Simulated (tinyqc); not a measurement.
Temperature and repopulation: deformation-potential model of the Delta valleys of a conduction band.

Valleys with axes along x, y and z, each a pair at +k and -k. Herring-Vogt shift of a valley with unit axis a: dE = Xd tr(e) + Xu a.e.a. Non-degenerate shares n_i = exp(-dE_i/kT)/sum_j exp(-dE_j/kT). Inverse mass tensor of a valley: (1 - a a)/mt + a a/ml; the masses are taken as independent of strain.

s11 = (C11 + C12)/((C11 - C12)(C11 + 2 C12)), s12 = -C12/((C11 - C12)(C11 + 2 C12)), s44 = 1/C44; exx = s11 sxx + s12 (syy + szz) and cyclic, exy = s44 sxy/2; tension is positive. A uniaxial stress X along the unit vector n is s_ij = X n_i n_j.

Constants: kB = 8.617333262e-05 eV/K.

Parameters, chosen for this exercise (near those of Si; the results hold for these values, not for the real material): ml = 0.899 m0 (longitudinal mass); mt = 0.189 m0 (transverse mass); Xd = 1.07 eV (dilation potential); Xu = 8.75 eV (uniaxial potential); C11 = 170 GPa; C12 = 63.4 GPa; C44 = 77.7 GPa; load = uniaxial [110] (kind of stress); X = 0.88 GPa (stress).

The load is fixed; m_c along [110] as 1/(u.M.u).

Results:
```
T (K),kT (meV),n x,n y,n z,m_c (m0)
50,4.31,0.000,0.000,1.000,0.1890
77,6.64,0.004,0.004,0.991,0.1896
150,12.93,0.055,0.055,0.891,0.1975
225,19.39,0.118,0.118,0.763,0.2085
400,34.47,0.206,0.206,0.588,0.2258
500,43.09,0.232,0.232,0.536,0.2314
```

Give the missing row, T (K) = 300.

Computed row:
```
T (K)  kT (meV)    n x    n y    n z  m_c (m0)
300       25.85  0.165  0.165  0.669    0.2174
```

The largest share falls from 1.000 at 50 K to 0.536 at 500 K (equal shares: 0.333); m_c goes from 0.1890 to 0.2314, against 0.2565 without stress. Only spread/kT enters, so the small-stress response goes as 1/T.

tinyqc: `OMP_NUM_THREADS=1 python tinyqc.py 1081252 1081253 out.jsonl`; about 0.02 s, one thread, shared Intel(R) Xeon(R) Processor @ 2.30GHz.
